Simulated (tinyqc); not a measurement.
Dielectric confinement in a thin film (image charges): one step. Images for a charge at the centre. Two cases, with inputs chosen for the exercise.

Task: Give lam, the first five terms (q/eps) lam^n/(n t), their sum and the closed form.

A film |z| < t/2 of dielectric constant eps between half-spaces of dielectric constant e2; lam = (eps - e2)/(eps + e2), q = e^2/(4 pi eps0). The self-energy of a band edge is taken with the high-frequency value, e2 = eh, and the field of a fixed ion with the static one, e2 = eo. A charge at z has images lam^|n| at n t + (-1)^n z. Its self-energy is S(z) = (q/2 eps) sum over n >= 1 of lam^n [1/(n t - 2z) + 1/(n t + 2z)] for odd n and 2 lam^n/(n t) for even n; at the centre S(0) = -(q/(eps t)) ln(1 - lam).

Constants: e^2/(4 pi eps0) = 14.39964547 eV angstrom.

Give: lam; terms; sum of five; S(0).

Case 1.

Values chosen (out of a larger set: near those of an InGaAs film in vacuum; not measured data): t = 72 angstrom (film thickness); eps = 13.1 (dielectric constant of the film); eh = 1 (high-frequency dielectric constant outside).

Result:

lam = 0.8582

terms (meV): [13.10, 5.62, 3.22, 2.07, 1.42]

sum of five = 25.43 meV
S(0) = 29.82 meV

The surroundings screen less than the film, so the images repel and each band edge moves outwards: the gap changes by about 2 S = +60 meV.

Case 2.

Values chosen (out of a larger set: near those of a Si (100) film, two-fold valleys, between layers of HfO2; not measured data): t = 52 angstrom (film thickness); eps = 11.6 (dielectric constant of the film); eh = 3.9 (high-frequency dielectric constant outside).

Result:

lam = 0.4968

terms (meV): [11.86, 2.95, 0.98, 0.36, 0.14]

sum of five = 16.29 meV
S(0) = 16.39 meV

The surroundings screen less than the film, so the images repel and each band edge moves outwards: the gap changes by about 2 S = +33 meV. The static value 22.7 would give S(0) = -6.7 meV.

Computed by tinyqc, one run a case: `OMP_NUM_THREADS=1 python tinyqc.py N N+1 out.jsonl` with N = 1282679, 1282788; one thread of a shared Intel(R) Xeon(R) Processor @ 2.30GHz, about 0.07 s a run at most.
